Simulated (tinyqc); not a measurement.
Strained Delta valleys, repopulation and conductivity mass: two steps of the calculation.

A cubic crystal with three pairs of conduction valleys along x, y and z under uniaxial stress X along [001] (X > 0 is tension); current along [110]. Non-degenerate electrons, fixed total density, one relaxation time for all valleys and stresses, masses unchanged by strain, so the mobility goes as the mean inverse mass.

Inputs (values chosen for the exercise); values close to those of silicon:
- s11 = 7.82 1/TPa (compliance)
- s12 = -2.19 1/TPa (compliance)
- s44 = 12.5 1/TPa (compliance)
- ml = 0.943 m0 (longitudinal mass)
- mt = 0.184 m0 (transverse mass)
- X = -450 MPa (uniaxial stress (tension positive))

Task 1. Strain tensor. Stress s_ij = X a_i a_j with a the unit vector along [001]; strain e_ii = s11 s_ii + s12 (s_jj + s_kk), e_ij = s44 s_ij/2.

Give: strain.

Result 1.

strain (%):
```
         x        y         z
x  0.09855  0.00000   0.00000
y  0.00000  0.09855   0.00000
z  0.00000  0.00000  -0.35190
```

Task 2. Conductivity mass and mobility. Inverse mass along the current d = [110]: (n.d)^2/ml + (1 - (n.d)^2)/mt; mu/mu0 = sum f (1/m) over the plain mean of 1/m.

share f, valley x to z: 0.14386926  0.14386926  0.71226147

Find: 1/m along d; conductivity mass; unstrained value; mu/mu0.

Result 2.

1/m along d, valley x to z (1/m0): 3.2476  3.2476  5.4348
conductivity mass = 0.20810 m0
unstrained value = 0.25147 m0
mu/mu0 = 1.2084

The possible range, all electrons in one kind of valley, is 0.817 to 1.37.

tinyqc, about 0.01 s, one thread, Intel Xeon 2.30GHz (shared host): `OMP_NUM_THREADS=1 python tinyqc.py 2530155 2530156 out.jsonl`
